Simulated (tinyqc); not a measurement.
Junction field-effect transistor with two gates, gradual channel with velocity saturation: two steps of the calculation.

A uniformly doped n-type channel, depleted from both sides by p+ gates; at channel potential V the depleted share of a is u = sqrt((Vbi - Vg + V)/Vp), s at the source. Electrons drift with v = mu E/(1 + mu E/vsat). Abrupt depletion edge, no series resistance, source at 0.

Inputs (values chosen for the exercise):
```
symbol,value,unit,meaning
Vg,0,V,gate voltage
Vd,0.4,V,drain voltage
```

Task 1. Current below saturation. u = sqrt((Vbi - Vg + Vd)/Vp). I = (G0 Vp/3) F/(1 + Z (u^2 - s^2)), F = 3 (u^2 - s^2) - 2 (u^3 - s^3), with u at V = Vd; Z = 0 gives constant mobility, for which u stops at 1.

Vbi = 2.2457727 V
Vp = 3.1489106 V
G0 = 4.5488999 mS
Z = 0.28750923
s = 0.84450599

Find: u; F; I for Z = 0; I.

Result 1.

u = 0.9166
F = 0.04533
I for Z = 0 = 0.2164 mA
I = 0.2088 mA

The falling mobility lowers the current by 3.52 %.

Task 2. The saturation point by Newton steps. a is the channel (half-)thickness, Vp its pinch-off voltage and Z = mu Vp/(vsat L); an iterate with u > 1 is an overshoot, not a physical state. f = (1 - u)(1 + Z (u^2 - s^2)) - Z F/3, F = 3 (u^2 - s^2) - 2 (u^3 - s^3); f' = -(1 + Z (u^2 - s^2)); u(new) = u - f/f'.

u at the start = 0.92
Z = 0.28750923
s = 0.84450599

Give: f; f'; u after iteration 1.

Result 2.

f = 0.078575
f' = -1.0383
u after iteration 1 = 0.99568

Program tinyqc, `OMP_NUM_THREADS=1 python tinyqc.py 2500101 2500102 out.jsonl`; Intel Xeon 2.30GHz, shared host, one thread, about 0.09 s.
